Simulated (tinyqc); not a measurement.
## MOSFET in the linear regime without short-channel effects, parameter extraction from computed curves: extraction methods against the temperature

Inversion charge Q = Cox n Vt W0(exp((Vg - VT)/(n Vt))), W0 the Lambert function and n = nf; u = Q/Cox; mobility mu = mu0/(1 + th1 u + th2 u^2); channel resistance Rch = (L - dL)/(W mu Q); Id = Vd/(Rch + Rsd/W). Cox = eps0 eox/tox. Small Vd, no channel-length or drain effects.

From the continuous curve Id(Vg): tangent at peak gm (V_ext = Vg - Id/gm); constant current Id = 0.1 uA W/L; peak of d2Id/dVg2; Y = Id/sqrt(gm) drawn through Vg = VT + 0.6 and VT + 0.8 V, with intercept VT_Y and slope s. Mobilities gm,max L/(W Cox Vd) and s^2 L/(W Cox Vd) with the drawn L. Last column: share of Rsd/W in the total resistance at VT + 0.8 V.

Parameters, values chosen for the exercise; channel values of the order met in silicon transistors: relative permittivity of the gate insulator (close to silicon dioxide) eox = 3.9; insulator thickness tox = 3.2 nm; low-field mobility mu0 = 450 cm^2/(V s); first mobility attenuation factor th1 = 0.15 1/V; second mobility attenuation factor th2 = 0 1/V^2; threshold voltage VT = 0.26 V; body factor nf = 1.38; gate width W = 1 um; drawn gate length L = 1.9 um; drawn less effective length dL = 0.018 um; source plus drain resistance Rsd = 200 ohm um; drain voltage Vd = 0.025 V.

Constants: q = 1.602176634e-19 C, kB = 1.380649e-23 J/K, Vt = kB T/q, eps0 = 8.8541878128e-14 F/cm where lengths are in cm. Results are converted to the units shown.

Extraction methods against the temperature:
columns A: T (K); B: V_ext (V); C: constant current (V); D: second derivative (V); E: VT_Y (V); F: mobility from gm (cm^2/(V s)); G: mobility from Y (cm^2/(V s)); H: series share (%)
```
A        B      C      D      E    F    G     H
77   0.272  0.267  0.258  0.285  403  442  3.40
110  0.274  0.262  0.257  0.291  394  436  3.35
150  0.277  0.254  0.256  0.297  385  430  3.30
220  0.279  0.238  0.254  0.303  373  418  3.22
300  0.280  0.216  0.252  0.306  361  405  3.14
370  0.280  0.194  0.249  0.306  352  393  3.08
450  0.279  0.168  0.246  0.304  344  380  3.03
```

The model has VT = 0.26 V and mu0 = 450 cm^2/(V s). Over the table the extracted thresholds move by 8.4 mV (tangent), 100 mV (constant current), 12 mV (second derivative), 21 mV (Y function). The mobility from gm falls from 403 to 344 and that from Y falls from 442 to 380 cm^2/(V s).

Program tinyqc, `OMP_NUM_THREADS=1 python tinyqc.py 2210096 2210097 out.jsonl`; Intel Xeon 2.30GHz, shared host, one thread, about 0.01 s.
